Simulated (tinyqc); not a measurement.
Inside a calculation: five-level k.p model folded onto the conduction band. Values are carried at full precision from step to step, so a last printed digit may differ when a step is redone from the rounded ones.

Second-order sums for the lowest conduction level at E: 1/m = 1 + Cm + (Ep/3)(2/E + 1/(E + Dso)) - (Ep2/3)(2/(E7 + D2 - E) + 1/(E7 - E)); g/2 = 1 + Cg - (Ep/3)(1/E - 1/(E + Dso)) - (Ep2/3)(1/(E7 - E) - 1/(E7 + D2 - E)). E is counted from the top of the valence band; E = Eg at the edge.

Constants: hbar^2/2m0 = 3.80998211 eV angstrom^2.

Inputs chosen for the exercise (near those of GaAs; shifted at random, so the results belong to these values and not to a real crystal):
- Eg = 1.456 eV (gap at Gamma to the s-like level)
- Dso = 0.357 eV (spin-orbit splitting)
- Ep = 26.8 eV (Kane energy)
- E7 = 4.41 eV (upper Gamma7 conduction level, from the valence top)
- D2 = 0.18 eV (its spin-orbit splitting, Gamma8 above Gamma7)
- Ep2 = 5 eV (Kane energy to the upper levels)
- Cm = -1.9 (remote term in 1/m)
- Cg = 0 (remote term in g/2)
- k = 0.085 1/angstrom (wave vector along z)

## Mass and g factor term by term

Evaluate at E = Eg.

Terms:
```
level,part of 1/m,part of g
free + remote,-0.9000,2.0000
Gamma8 valence,12.2711,-12.2711
Gamma7 valence,4.9274,9.8548
Gamma8 upper,-1.0636,1.0636
Gamma7 upper,-0.5642,-1.1284
```

m = 0.0682 m0
g = -0.481

The valence levels give 17.20 to 1/m and the upper levels take 1.63 away. In g the two valence terms nearly cancel when Dso is small against Eg; here Dso/Eg = 0.25 and they leave -2.416, the upper pair -0.065. This nearly cancels the free value 2, so 5 % in Ep moves g by about 0.1.

## The matrix at one k

For k along z and one spin sector the level c couples to four states. With c0 = hbar^2/2m0, P = sqrt(Ep c0), P2 = sqrt(Ep2 c0): diagonal Eg + (1 + Cm) c0 k^2 for c, and 0, -Dso, E7 + D2, E7 for lh, so, G8 up, G7 up (their own dispersion is left out); couplings of c: sqrt(2/3) P k to lh, sqrt(1/3) P k to so, sqrt(2/3) P2 k to G8 up, sqrt(1/3) P2 k to G7 up (phases chosen real).

Fill in the matrix.

H (eV):
```
,c,lh,so,G8 up,G7 up
c,1.43123,0.70130,0.49589,0.30291,0.21419
lh,0.70130,0,0,0,0
so,0.49589,0,-0.35700,0,0
G8 up,0.30291,0,0,4.59000,0
G7 up,0.21419,0,0,0,4.41000
```

## Exact folding onto c

Solve E = H_cc + S(E), S(E) = sum_j H_cj^2/(E - H_jj), from E = H_cc, by plain substitution and by Newton steps on E - H_cc - S(E). The weight of c in the state is Z = 1/(1 - dS/dE). The exact level is the third eigenvalue of H from below.

Iterates (eV):
```
step,substitution,Newton
0,1.43123,1.43123
1,1.86793,1.75923
2,1.75329,1.77387
3,1.77865,1.77389
4,1.77281,1.77389
5,1.77414,1.77389
6,1.77384,1.77389
7,1.77391,1.77389
```

exact level = 1.77389 eV
Z = 0.8139

Substitution multiplies the error by about dS/dE = 1 - 1/Z = -0.229 a step, so it alternates; after 7 steps it is off by 1.3e-05 eV, while Newton is within 1e-5 eV from step 3 on.

## Loewdin series

Expanding E = H_cc + S(E) about Eg in powers of k^2, with s_n = sum_j H_cj^2/(Eg - H_jj)^n: order k^2: e2 = (1 + Cm) c0 k^2 + s1; order k^4: e4 = -s2 e2; order k^6: e6 = s3 e2^2 + s2^2 e2.

Give each order and the partial sums, counted from Eg.

s1 (eV), s2 (no unit), s3 (1/eV); (1 + Cm) c0 k^2 is H_cc - Eg: 0.42861  0.32141  0.19584

e2, e4, e6 (eV): 0.40384  -0.12980  0.07366

partial sums (eV): 0.40384  0.27404  0.34770

The exact value is 0.31789 eV; the errors of the partial sums are +85.95, -43.85 and +29.81 meV.

## Checks

- Curvature of the exact level at small k against the sum for 1/m: both 14.671.

(tinyqc, `OMP_NUM_THREADS=1 python tinyqc.py 1081426 1081427 out.jsonl`, Intel(R) Xeon(R) Processor @ 2.30GHz, 1 thread, shared host, about 0.01 s.)
